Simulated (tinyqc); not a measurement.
# Changing the bias power P_b

Model: global model of a low-pressure process discharge: electron temperature, density, ion flux and ion energy. Computed by tinyqc, a small Python program. Command: `OMP_NUM_THREADS=1 python tinyqc.py 3111406 3111407 out.jsonl plasma sweep`. One thread of a shared host (Intel(R) Xeon(R) Processor @ 2.30GHz), about 0.01 s of CPU time with the checks.

Maxwellian electrons with temperature T_e in eV, one positive ion, no negative ions, uniform bulk density n; rate constants have the Arrhenius form.

Inputs (values chosen for the exercise, of the order of those of an inductive discharge in a simple atomic gas):
```
quantity,value,unit
ion mass M,19,u
ionisation prefactor K0,2.1e-14,m^3/s
ionisation energy E_iz,12.3,eV
excitation prefactor X0,8.5e-15,m^3/s
excitation energy E_ex,9.39,eV
elastic rate constant K_el,1.7e-13,m^3/s
ion-neutral cross section,7.3e-19,m^2
pressure p,0.68,Pa
gas temperature T_g,500,K
radius R,11,cm
height L,4.2,cm
absorbed power P,980,W
radius of the biased electrode,10,cm
bias frequency,0.4,MHz
```

Constants: k_B = 1.380649e-23 J/K; e = 1.602176634e-19 C; u = 1.6605390666e-27 kg; m_0 = 9.1093837015e-31 kg; eps_0 = 8.8541878128e-12 F/m.

Method:
- n_g = p/(k_B T_g); lambda_i = 1/(n_g sigma); h_L = 0.86/sqrt(3 + L/(2 lambda_i)), h_R = 0.8/sqrt(4 + R/lambda_i); A_eff = 2 pi R^2 h_L + 2 pi R L h_R; d_eff = pi R^2 L/A_eff.
- Particle balance: K0 exp(-E_iz/T_e) n_g d_eff = u_B, u_B = sqrt(e T_e/M).
- Root found by bracketing.
- E_c = E_iz + (X0 exp(-E_ex/T_e) E_ex + K_el (3 m_0/M) T_e)/K_iz; wall potential V_s = (T_e/2) ln(M/(2 pi m_0)); E_T = E_c + 2 T_e + T_e/2 + V_s; n = P/(e u_B A_eff E_T); ion current density J = e h_L n u_B; ionised share n/n_g.
- All bias power goes to ions: V_b = P_b/(J pi r^2). Debye length at the sheath edge lambda_D = sqrt(eps_0 T_e/(e h_L n)); Child-law sheath s = (sqrt2/3) lambda_D (2 V/T_e)^(3/4), V = V_b + V_s; ion transit time tau_i = 3 s sqrt(M/(2 e V)); collisions in the sheath s/lambda_i.

One run for each value:
```
bias power P_b (W),bias voltage V_b (V),sheath width s (mm),transit time over bias period,s/lambda_i
3,4.3660e-01,0.06724,0.005904,0.004835
7.3,1.0624e+00,0.06894,0.005954,0.004958
18,2.6196e+00,0.07314,0.006072,0.005259
43,6.2580e+00,0.08264,0.006325,0.005943
100,1.4553e+01,0.10308,0.006808,0.007412
250,3.6384e+01,0.15154,0.007741,0.010897
620,9.0232e+01,0.25400,0.009196,0.018265
1500,2.1830e+02,0.45631,0.011178,0.032812
```

Describe the trends.

Over the rows, bias voltage V_b (V) rises from 0.437 to 218 (exponent d ln y / d ln x about 1.0 throughout); sheath width s (mm) rises from 0.0672 to 0.456 (exponent d ln y / d ln x 0.028 between the first rows and 0.66 between the last); transit time over bias period rises from 0.00590 to 0.0112 (exponent d ln y / d ln x 0.0094 between the first rows and 0.22 between the last).
